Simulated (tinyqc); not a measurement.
Surface Green function of a two-leg ladder, Sancho-Rubio decimation: densities of states against energy.

A semi-infinite lead of cells 0, 1, 2, ... with H0 inside a cell and H1 = <cell i|H|cell i + 1>. One rung (site 1 on leg a, site 2 on leg b) is a cell; all hoppings enter with a minus sign. z = E + i eta.

Start with e_s = e = H0, a = H1, b = H1^dagger. Each round: g = (z - e)^(-1); e_s <- e_s + a g b; e <- e + a g b + b g a; a <- a g a; b <- b g b (all with the old a, b). Round k joins cells 2^k apart. Stop when the largest entry of the matrices a and b is below 1e-12 eV; g_s = (z - e_s)^(-1), bulk (z - e)^(-1), density of states -Im Tr/pi. Here eta = 0.01 eV. Open modes are the crossings of E with the bands of H0 + H1 exp(ik) + H1^dagger exp(-ik) for 0 < k < pi.

H0 (eV):

|  | 1 | 2 |
|---|---|---|
| 1 | 0 | -1.2 |
| 2 | -1.2 | -0.32 |

H1 (eV):

|  | 1 | 2 |
|---|---|---|
| 1 | -1 | 0 |
| 2 | 0 | -1.18 |

Densities of states against energy:

| E (eV) | open modes | rounds | surface (1/eV) | bulk (1/eV) |
|---|---|---|---|---|
| -3.95 | 0 | 6 | 0.0013823 | 0.0037420 |
| -3.27 | 1 | 12 | 0.14609 | 0.27822 |
| -2.58 | 1 | 13 | 0.23934 | 0.17190 |
| -1.9 | 1 | 13 | 0.27898 | 0.14949 |
| -1.22 | 1 | 13 | 0.28995 | 0.16204 |
| -0.54 | 2 | 13 | 0.46600 | 0.37847 |
| 0.14 | 2 | 13 | 0.47744 | 0.36455 |
| 1.5 | 1 | 13 | 0.28742 | 0.15198 |
| 2.18 | 1 | 13 | 0.24922 | 0.17249 |
| 2.86 | 1 | 12 | 0.15978 | 0.26563 |
| 3.54 | 0 | 6 | 0.0015563 | 0.0045286 |

The bands of the infinite lead run over -3.59 to 0.820, -1.09 to 3.22 eV. The rounds lie between 6 and 13, 6.0 on average outside the bands and 12.8 inside. The surface density of states is largest at E = 0.14 eV among the rows (0.477 1/eV, bulk 0.365).

Computed by the program tinyqc: `OMP_NUM_THREADS=1 python tinyqc.py 2680012 2680013 out.jsonl`, one thread of a shared Intel Xeon 2.30GHz, about 0.05 s for the whole run.
